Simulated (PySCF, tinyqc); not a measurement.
Inside a calculation (part 1 of 2). Method: RHF in the sto-3g basis, for H6, spin multiplicity 1. The lowest restricted solution is unstable here: a spin-polarised one lies 0.0181 hartree lower (PySCF). Computed by tinyqc, a small Python program that keeps every step (integrals from PySCF). Settings: charge = 0, multiplicity = 1, basis = sto-3g, energy threshold = 1e-10, iteration cap = 70, orthogonalisation = symmetric, start = core, DIIS depth = 8, method = RHF. Command: `OMP_NUM_THREADS=1 python tinyqc.py 23261 23262 out.jsonl` (the two numbers bound the seeds that draw the settings). One thread of a shared host (Intel(R) Xeon(R) Processor @ 2.60GHz), about 0.06 s of CPU time with the checks. Later iterations appear only in the table of the cycle.

## One-electron integrals

Geometry (angstrom):
```
atom         x         y         z
H     0.000000  0.000000  0.000000
H     0.000000  0.000000  1.237000
H     0.000000  0.000000  2.948000
H     0.000000  0.000000  4.185000
H     0.000000  0.000000  5.896000
H     0.000000  0.000000  7.133000
```

Basis sto-3g: exponents (1/bohr^2) and contraction coefficients of normalised primitives:
```
element  l (shell)  exponent  coefficient
H            s (1)  3.425251     0.154329
H            s (1)  0.623914     0.535328
H            s (1)  0.168855     0.444635
```

Overlap, kinetic and nuclear-attraction integrals over the contracted functions; the nuclear repulsion is the sum of Za Zb / Rab.

nuclear repulsion = 3.24011162 hartree

overlap S, lower triangle:
```
          1H 1s     2H 1s     3H 1s     4H 1s     5H 1s     6H 1s
1H 1s  1.000000
2H 1s  0.368745  1.000000
3H 1s  0.020370  0.188128  1.000000
4H 1s  0.001095  0.020370  0.368745  1.000000
5H 1s  0.000006  0.000296  0.020370  0.188128  1.000000
6H 1s  0.000000  0.000006  0.001095  0.020370  0.368745  1.000000
```

kinetic energy T (hartree), lower triangle:
```
           1H 1s      2H 1s      3H 1s      4H 1s     5H 1s     6H 1s
1H 1s   0.760032
2H 1s   0.045099   0.760032
3H 1s  -0.007081  -0.003099   0.760032
4H 1s  -0.000804  -0.007081   0.045099   0.760032
5H 1s  -0.000009  -0.000270  -0.007081  -0.003099  0.760032
6H 1s   0.000000  -0.000009  -0.000804  -0.007081  0.045099  0.760032
```

nuclear attraction V (hartree), lower triangle:
```
           1H 1s      2H 1s      3H 1s      4H 1s      5H 1s      6H 1s
1H 1s  -2.119149
2H 1s  -0.737506  -2.340890
3H 1s  -0.037475  -0.371225  -2.443506
4H 1s  -0.001962  -0.039022  -0.810405  -2.443506
5H 1s  -0.000010  -0.000560  -0.039022  -0.371225  -2.340890
6H 1s   0.000000  -0.000010  -0.001962  -0.037475  -0.737506  -2.119149
```

core Hamiltonian H = T + V (hartree), lower triangle:
```
           1H 1s      2H 1s      3H 1s      4H 1s      5H 1s      6H 1s
1H 1s  -1.359117
2H 1s  -0.692406  -1.580858
3H 1s  -0.044556  -0.374325  -1.683474
4H 1s  -0.002766  -0.046103  -0.765306  -1.683474
5H 1s  -0.000019  -0.000830  -0.046103  -0.374325  -1.580858
6H 1s   0.000000  -0.000019  -0.002766  -0.044556  -0.692406  -1.359117
```

## Two-electron integrals

Functions are numbered as in S; the eight-fold symmetry (ij|kl) = (ji|kl) = (kl|ij) leaves the list below.

Two-electron integrals (ij|kl) in chemists' order, unique and non-zero (hartree):
```
(11|11) 0.774606   (21|11) 0.213632   (21|21) 0.082078   (22|11) 0.407842
(22|21) 0.213632   (22|22) 0.774606   (31|11) 0.007406   (31|21) 0.003394
(31|22) 0.011011   (31|31) 0.000192   (32|11) 0.048822   (32|21) 0.025007
(32|22) 0.095134   (32|31) 0.001784   (32|32) 0.019220   (33|11) 0.179491
(33|21) 0.084790   (33|22) 0.306311   (33|31) 0.007406   (33|32) 0.095134
(33|33) 0.774606   (41|11) 0.000283   (41|21) 0.000139   (41|22) 0.000500
(41|31) 0.000010   (41|32) 0.000101   (41|33) 0.000500   (41|41) 5.42e-07
(42|11) 0.004107   (42|21) 0.002005   (42|22) 0.007406   (42|31) 0.000155
(42|32) 0.001784   (42|33) 0.011011   (42|41) 0.000010   (42|42) 0.000192
(43|11) 0.055036   (43|21) 0.024839   (43|22) 0.084790   (43|31) 0.002005
(43|32) 0.025007   (43|33) 0.213632   (43|41) 0.000139   (43|42) 0.003394
(43|43) 0.082078   (44|11) 0.126446   (44|21) 0.055036   (44|22) 0.179491
(44|31) 0.004107   (44|32) 0.048822   (44|33) 0.407842   (44|41) 0.000283
(44|42) 0.007406   (44|43) 0.213632   (44|44) 0.774606   (51|11) 1.00e-06
(51|21) 4.71e-07   (51|22) 1.68e-06   (51|31) 3.78e-08   (51|32) 4.50e-07
(51|33) 3.09e-06   (51|42) 5.17e-08   (51|43) 9.72e-07   (51|44) 2.13e-06
(52|11) 0.000044   (52|21) 0.000020   (52|22) 0.000068   (52|31) 1.57e-06
(52|32) 0.000019   (52|33) 0.000147   (52|41) 1.06e-07   (52|42) 2.47e-06
(52|43) 0.000056   (52|44) 0.000147   (52|52) 4.00e-08   (53|11) 0.002467
(53|21) 0.001068   (53|22) 0.003465   (53|31) 0.000079   (53|32) 0.000926
(53|33) 0.007406   (53|41) 0.000005   (53|42) 0.000131   (53|43) 0.003394
(53|44) 0.011011   (53|51) 3.78e-08   (53|52) 2.47e-06   (53|53) 0.000192
(54|11) 0.019858   (54|21) 0.008394   (54|22) 0.026425   (54|31) 0.000586
(54|32) 0.006566   (54|33) 0.048822   (54|41) 0.000038   (54|42) 0.000926
(54|43) 0.025007   (54|44) 0.095134   (54|51) 2.68e-07   (54|52) 0.000019
(54|53) 0.001784   (54|54) 0.019220   (55|11) 0.089752   (55|21) 0.037074
(55|22) 0.113582   (55|31) 0.002467   (55|32) 0.026425   (55|33) 0.179491
(55|41) 0.000154   (55|42) 0.003465   (55|43) 0.084790   (55|44) 0.306311
(55|51) 1.00e-06   (55|52) 0.000068   (55|53) 0.007406   (55|54) 0.095134
(55|55) 0.774606   (61|11) 6.39e-09   (61|22) 9.75e-09   (61|33) 2.14e-08
(61|43) 8.21e-09   (61|44) 2.14e-08   (61|55) 9.75e-09   (62|11) 7.05e-07
(62|21) 3.07e-07   (62|22) 1.00e-06   (62|31) 2.28e-08   (62|32) 2.68e-07
(62|33) 2.13e-06   (62|42) 3.78e-08   (62|43) 9.72e-07   (62|44) 3.09e-06
(62|53) 5.17e-08   (62|54) 4.50e-07   (62|55) 1.68e-06   (63|11) 0.000115
(63|21) 0.000049   (63|22) 0.000154   (63|31) 3.41e-06   (63|32) 0.000038
(63|33) 0.000283   (63|41) 2.21e-07   (63|42) 0.000005   (63|43) 0.000139
(63|44) 0.000500   (63|52) 1.06e-07   (63|53) 0.000010   (63|54) 0.000101
(63|55) 0.000500   (63|63) 5.42e-07   (64|11) 0.001918   (64|21) 0.000798
(64|22) 0.002467   (64|31) 0.000054   (64|32) 0.000586   (64|33) 0.004107
(64|41) 3.41e-06   (64|42) 0.000079   (64|43) 0.002005   (64|44) 0.007406
(64|51) 2.28e-08   (64|52) 1.57e-06   (64|53) 0.000155   (64|54) 0.001784
(64|55) 0.011011   (64|62) 3.78e-08   (64|63) 0.000010   (64|64) 0.000192
(65|11) 0.030006   (65|21) 0.012257   (65|22) 0.037074   (65|31) 0.000798
(65|32) 0.008394   (65|33) 0.055036   (65|41) 0.000049   (65|42) 0.001068
(65|43) 0.024839   (65|44) 0.084790   (65|51) 3.07e-07   (65|52) 0.000020
(65|53) 0.002005   (65|54) 0.025007   (65|55) 0.213632   (65|62) 4.71e-07
(65|63) 0.000139   (65|64) 0.003394   (65|65) 0.082078   (66|11) 0.074187
(66|21) 0.030006   (66|22) 0.089752   (66|31) 0.001918   (66|32) 0.019858
(66|33) 0.126446   (66|41) 0.000115   (66|42) 0.002467   (66|43) 0.055036
(66|44) 0.179491   (66|51) 7.05e-07   (66|52) 0.000044   (66|53) 0.004107
(66|54) 0.048822   (66|55) 0.407842   (66|61) 6.39e-09   (66|62) 1.00e-06
(66|63) 0.000283   (66|64) 0.007406   (66|65) 0.213632   (66|66) 0.774606
```

## Orthogonalisation

S = U s U^T; symmetric (Loewdin) form X = U s^(-1/2) U^T, so that X^T S X = 1.

eigenvalues of S: 0.515424  0.607340  0.723513  1.220360  1.392022  1.541342

X, lower triangle:
```
           1H 1s      2H 1s      3H 1s      4H 1s      5H 1s     6H 1s
1H 1s   1.057511
2H 1s  -0.205461   1.073316
3H 1s   0.019714  -0.109077   1.074162
4H 1s  -0.003977   0.020072  -0.209054   1.074162
5H 1s   0.000415  -0.001979   0.020072  -0.109077   1.073316
6H 1s  -0.000089   0.000415  -0.003977   0.019714  -0.205461  1.057511
```

## Starting guess

The start is the orbitals of the core Hamiltonian; D = 2 C_occ C_occ^T.

D at the start, lower triangle:
```
           1H 1s      2H 1s      3H 1s     4H 1s     5H 1s     6H 1s
1H 1s   0.187366
2H 1s   0.485767   1.285784
3H 1s   0.023262   0.203825   0.886873
4H 1s  -0.174590  -0.382211   0.596654  0.886873
5H 1s   0.086247   0.102406  -0.382211  0.203825  1.285784
6H 1s   0.052484   0.086247  -0.174590  0.023262  0.485767  0.187366
```

## Iteration 1: building the Fock matrix

J_ij = sum D_kl (ij|kl), K_ij = sum D_kl (ik|jl); F = H + J - 0.5 K; E = tr D H + tr D J / 2 - 0.25 tr D K + E_nn.

Coulomb J (hartree), lower triangle:
```
          1H 1s     2H 1s     3H 1s     4H 1s     5H 1s     6H 1s
1H 1s  1.395815
2H 1s  0.624701  2.052500
3H 1s  0.036546  0.367634  2.166313
4H 1s  0.002003  0.039442  0.779103  2.166313
5H 1s  0.000011  0.000569  0.039442  0.367634  2.052500
6H 1s  0.000000  0.000011  0.002003  0.036546  0.624701  1.395815
```

exchange K (hartree), lower triangle:
```
           1H 1s     2H 1s      3H 1s     4H 1s     5H 1s     6H 1s
1H 1s   0.459925
2H 1s   0.561305  1.271837
3H 1s   0.070077  0.280328   1.056586
4H 1s  -0.024970  0.011902   0.650274  1.056586
5H 1s   0.007226  0.002841   0.011902  0.280328  1.271837
6H 1s   0.009110  0.007226  -0.024970  0.070077  0.561305  0.459925
```

Fock matrix F (hartree), lower triangle:
```
           1H 1s      2H 1s      3H 1s      4H 1s      5H 1s      6H 1s
1H 1s  -0.193264
2H 1s  -0.348358  -0.164276
3H 1s  -0.043048  -0.146854  -0.045454
4H 1s   0.011722  -0.012612  -0.311340  -0.045454
5H 1s  -0.003621  -0.001681  -0.012612  -0.146854  -0.164276
6H 1s  -0.004555  -0.003621   0.011722  -0.043048  -0.348358  -0.193264
```

total energy of this density = -2.65738137 hartree

## Iteration 1: diagonalisation and new density

Diagonalise F' = X^T F X, C = X C', fill 3 alpha and 3 beta electrons from the bottom; D = 2 C_occ C_occ^T. Each column has its largest component positive (the first on a tie).

F' = X^T F X (hartree), lower triangle:
```
           1          2          3          4          5          6
1  -0.072383
2  -0.332935  -0.011136
3   0.016122  -0.161614   0.117287
4   0.006808   0.049732  -0.360989   0.117287
5  -0.003307  -0.006578   0.049732  -0.161614  -0.011136
6  -0.003254  -0.003307   0.006808   0.016122  -0.332935  -0.072383
```

orbital energies (hartree): MO1 -0.407206, MO2 -0.390043, MO3 -0.238192, MO4 0.206903, MO5 0.308345, MO6 0.587727

coefficients C:
```
            MO1        MO2        MO3        MO4        MO5        MO6
1H 1s  0.393799   0.429303  -0.260132   0.576794  -0.597888   0.252470
2H 1s  0.387476   0.407993  -0.095612  -0.491303   0.663011  -0.447018
3H 1s  0.188397   0.094433   0.562817  -0.363073  -0.161350   0.831386
4H 1s  0.188397  -0.094433   0.562817   0.363073  -0.161350  -0.831386
5H 1s  0.387476  -0.407993  -0.095612   0.491303   0.663011   0.447018
6H 1s  0.393799  -0.429303  -0.260132  -0.576794  -0.597888  -0.252470
```

D after iteration 1, lower triangle:
```
           1H 1s      2H 1s      3H 1s      4H 1s     5H 1s     6H 1s
1H 1s   0.814093
2H 1s   0.705224   0.651476
3H 1s  -0.063352   0.115430   0.722349
4H 1s  -0.225513  -0.038682   0.686678   0.722349
5H 1s   0.004614  -0.014357  -0.038682   0.115430  0.651476
6H 1s   0.076891   0.004614  -0.225513  -0.063352  0.705224  0.814093
```

## Iteration 2: building the Fock matrix

As before.

Coulomb J (hartree), lower triangle:
```
          1H 1s     2H 1s     3H 1s     4H 1s     5H 1s     6H 1s
1H 1s  1.669369
2H 1s  0.636699  1.829912
3H 1s  0.033846  0.325923  1.940293
4H 1s  0.001800  0.035296  0.701896  1.940293
5H 1s  0.000009  0.000514  0.035296  0.325923  1.829912
6H 1s  0.000000  0.000009  0.001800  0.033846  0.636699  1.669369
```

exchange K (hartree), lower triangle:
```
           1H 1s      2H 1s      3H 1s     4H 1s     5H 1s     6H 1s
1H 1s   0.985249
2H 1s   0.659862   0.906559
3H 1s   0.051548   0.209084   0.945776
4H 1s  -0.022057   0.054498   0.649709  0.945776
5H 1s  -0.002314   0.000548   0.054498  0.209084  0.906559
6H 1s   0.004918  -0.002314  -0.022057  0.051548  0.659862  0.985249
```

Fock matrix F (hartree), lower triangle:
```
           1H 1s      2H 1s      3H 1s      4H 1s      5H 1s      6H 1s
1H 1s  -0.182373
2H 1s  -0.385638  -0.204226
3H 1s  -0.036484  -0.152943  -0.216069
4H 1s   0.010063  -0.038056  -0.388264  -0.216069
5H 1s   0.001148  -0.000591  -0.038056  -0.152943  -0.204226
6H 1s  -0.002459   0.001148   0.010063  -0.036484  -0.385638  -0.182373
```

total energy of this density = -2.97092907 hartree

## Iteration 2: DIIS over 2 matrices

error matrix X^T (FDS - SDF) X:
```
           1          2          3          4          5          6
1   0.000000   0.056180  -0.029082  -0.011645   0.002667   0.000000
2  -0.056180   0.000000   0.000319   0.029598   0.000000  -0.002667
3   0.029082  -0.000319   0.000000   0.000000  -0.029598   0.011645
4   0.011645  -0.029598   0.000000   0.000000  -0.000319   0.029082
5  -0.002667   0.000000   0.029598   0.000319   0.000000  -0.056180
6   0.000000   0.002667  -0.011645  -0.029082   0.056180   0.000000
```

B (overlaps of the stored error matrices):
```
                1               2
1   7.2753970e-01  -7.2948918e-02
2  -7.2948918e-02   2.0083162e-02
```

Minimise |sum c_i e_i|^2 with sum c_i = 1: solve [B -1; -1 0][c; lambda] = [0; -1] with B_ij = tr e_i^T e_j, and take F = sum c_i F_i.

DIIS coefficients: 0.104119  0.895881

extrapolated F (hartree), lower triangle:
```
           1H 1s      2H 1s      3H 1s      4H 1s      5H 1s      6H 1s
1H 1s  -0.183507
2H 1s  -0.381757  -0.200067
3H 1s  -0.037168  -0.152309  -0.198305
4H 1s   0.010236  -0.035407  -0.380255  -0.198305
5H 1s   0.000651  -0.000704  -0.035407  -0.152309  -0.200067
6H 1s  -0.002677   0.000651   0.010236  -0.037168  -0.381757  -0.183507
```

## Iteration 2: diagonalisation and new density

As before.

F' = X^T F X (hartree), lower triangle:
```
           1          2          3          4          5          6
1  -0.048252
2  -0.366985  -0.038239
3   0.024028  -0.145910  -0.035505
4   0.007348   0.026173  -0.369891  -0.035505
5   0.000539  -0.002356   0.026173  -0.145910  -0.038239
6  -0.002935   0.000539   0.007348   0.024028  -0.366985  -0.048252
```

orbital energies (hartree): MO1 -0.477914, MO2 -0.424333, MO3 -0.355489, MO4 0.205511, MO5 0.336226, MO6 0.472009

coefficients C:
```
            MO1        MO2        MO3        MO4        MO5        MO6
1H 1s  0.240770   0.411080  -0.374565  -0.502795  -0.618018   0.398677
2H 1s  0.309199   0.429240  -0.287081   0.361815   0.648725  -0.540837
3H 1s  0.413400   0.079473   0.433123   0.554287  -0.140694   0.719995
4H 1s  0.413400  -0.079473   0.433123  -0.554287  -0.140694  -0.719995
5H 1s  0.309199  -0.429240  -0.287081  -0.361815   0.648725   0.540837
6H 1s  0.240770  -0.411080  -0.374565   0.502795  -0.618018  -0.398677
```

D after iteration 2, lower triangle:
```
           1H 1s      2H 1s      3H 1s      4H 1s     5H 1s     6H 1s
1H 1s   0.734512
2H 1s   0.716857   0.724533
3H 1s  -0.060058   0.075189   0.729624
4H 1s  -0.190736  -0.061263   0.704360   0.729624
5H 1s   0.011050  -0.012454  -0.061263   0.075189  0.724533
6H 1s   0.058566   0.011050  -0.190736  -0.060058  0.716857  0.734512
```

## Iteration 3: building the Fock matrix

As before.

Coulomb J (hartree), lower triangle:
```
          1H 1s     2H 1s     3H 1s     4H 1s     5H 1s     6H 1s
1H 1s  1.642279
2H 1s  0.636930  1.857427
3H 1s  0.034142  0.329875  1.958561
4H 1s  0.001819  0.035663  0.708406  1.958561
5H 1s  0.000010  0.000519  0.035663  0.329875  1.857427
6H 1s  0.000000  0.000010  0.001819  0.034142  0.636930  1.642279
```

exchange K (hartree), lower triangle:
```
           1H 1s      2H 1s      3H 1s     4H 1s     5H 1s     6H 1s
1H 1s   0.934363
2H 1s   0.662999   0.954105
3H 1s   0.051966   0.203620   0.951828
4H 1s  -0.019361   0.050607   0.656819  0.951828
5H 1s  -0.001691   0.000276   0.050607  0.203620  0.954105
6H 1s   0.004064  -0.001691  -0.019361  0.051966  0.662999  0.934363
```

Fock matrix F (hartree), lower triangle:
```
           1H 1s      2H 1s      3H 1s      4H 1s      5H 1s      6H 1s
1H 1s  -0.184019
2H 1s  -0.386976  -0.200484
3H 1s  -0.036397  -0.146259  -0.200827
4H 1s   0.008734  -0.035743  -0.385309  -0.200827
5H 1s   0.000836  -0.000450  -0.035743  -0.146259  -0.200484
6H 1s  -0.002032   0.000836   0.008734  -0.036397  -0.386976  -0.184019
```

total energy of this density = -2.97767811 hartree

## Iteration 3: DIIS over 3 matrices

error matrix X^T (FDS - SDF) X:
```
           1          2          3          4          5          6
1   0.000000   0.001118  -0.010401   0.000561   0.001581   0.000000
2  -0.001118   0.000000  -0.000826   0.010485   0.000000  -0.001581
3   0.010401   0.000826   0.000000   0.000000  -0.010485  -0.000561
4  -0.000561  -0.010485   0.000000   0.000000   0.000826   0.010401
5  -0.001581   0.000000   0.010485  -0.000826   0.000000  -0.001118
6   0.000000   0.001581   0.000561  -0.010401   0.001118   0.000000
```

B (overlaps of the stored error matrices), lower triangle:
```
                1              2              3
1   7.2753970e-01
2  -7.2948918e-02  2.0083162e-02
3   5.0892296e-03  2.6921879e-03  8.9146515e-04
```

As before.

DIIS coefficients: -0.043373  -0.337622  1.380996

extrapolated F (hartree), lower triangle:
```
           1H 1s      2H 1s      3H 1s      4H 1s      5H 1s      6H 1s
1H 1s  -0.184174
2H 1s  -0.389102  -0.200791
3H 1s  -0.036079  -0.143977  -0.202420
4H 1s   0.008156  -0.035966  -0.387520  -0.202420
5H 1s   0.000925  -0.000349  -0.035966  -0.143977  -0.200791
6H 1s  -0.001778   0.000925   0.008156  -0.036079  -0.389102  -0.184174
```

## Iteration 3: diagonalisation and new density

As before.

F' = X^T F X (hartree), lower triangle:
```
           1          2          3          4          5          6
1  -0.045843
2  -0.375133  -0.037792
3   0.024660  -0.136453  -0.039137
4   0.004950   0.024820  -0.375983  -0.039137
5   0.000794  -0.001719   0.024820  -0.136453  -0.037792
6  -0.002120   0.000794   0.004950   0.024660  -0.375133  -0.045843
```

orbital energies (hartree): MO1 -0.480425, MO2 -0.429130, MO3 -0.366097, MO4 0.215534, MO5 0.343930, MO6 0.470647

coefficients C:
```
            MO1        MO2        MO3        MO4        MO5        MO6
1H 1s  0.241283   0.413410  -0.370073  -0.491111  -0.620520   0.410652
2H 1s  0.301757   0.429739  -0.297432   0.357786   0.647565  -0.543117
3H 1s  0.418720   0.066552   0.430442   0.567184  -0.132982   0.711207
4H 1s  0.418720  -0.066552   0.430442  -0.567184  -0.132982  -0.711207
5H 1s  0.301757  -0.429739  -0.297432  -0.357786   0.647565   0.543117
6H 1s  0.241283  -0.413410  -0.370073   0.491111  -0.620520  -0.410652
```

D after iteration 3, lower triangle:
```
           1H 1s      2H 1s      3H 1s      4H 1s     5H 1s     6H 1s
1H 1s   0.732158
2H 1s   0.721077   0.728396
3H 1s  -0.061503   0.053849   0.730071
4H 1s  -0.171557  -0.060551   0.712354   0.730071
5H 1s   0.010444  -0.010305  -0.060551   0.053849  0.728396
6H 1s   0.048527   0.010444  -0.171557  -0.061503  0.721077  0.732158
```

## Iteration 4: building the Fock matrix

As before.

Coulomb J (hartree), lower triangle:
```
          1H 1s     2H 1s     3H 1s     4H 1s     5H 1s     6H 1s
1H 1s  1.642343
2H 1s  0.637155  1.858189
3H 1s  0.034143  0.329831  1.958723
4H 1s  0.001819  0.035663  0.708599  1.958723
5H 1s  0.000010  0.000519  0.035663  0.329831  1.858189
6H 1s  0.000000  0.000010  0.001819  0.034143  0.637155  1.642343
```

exchange K (hartree), lower triangle:
```
           1H 1s      2H 1s      3H 1s     4H 1s     5H 1s     6H 1s
1H 1s   0.934504
2H 1s   0.664631   0.954700
3H 1s   0.051254   0.197936   0.951627
4H 1s  -0.017463   0.050413   0.659649  0.951627
5H 1s  -0.001595   0.000615   0.050413  0.197936  0.954700
6H 1s   0.003382  -0.001595  -0.017463  0.051254  0.664631  0.934504
```

Fock matrix F (hartree), lower triangle:
```
           1H 1s      2H 1s      3H 1s      4H 1s      5H 1s      6H 1s
1H 1s  -0.184026
2H 1s  -0.387567  -0.200019
3H 1s  -0.036040  -0.143462  -0.200565
4H 1s   0.007785  -0.035647  -0.386531  -0.200565
5H 1s   0.000788  -0.000619  -0.035647  -0.143462  -0.200019
6H 1s  -0.001691   0.000788   0.007785  -0.036040  -0.387567  -0.184026
```

total energy of this density = -2.97810600 hartree
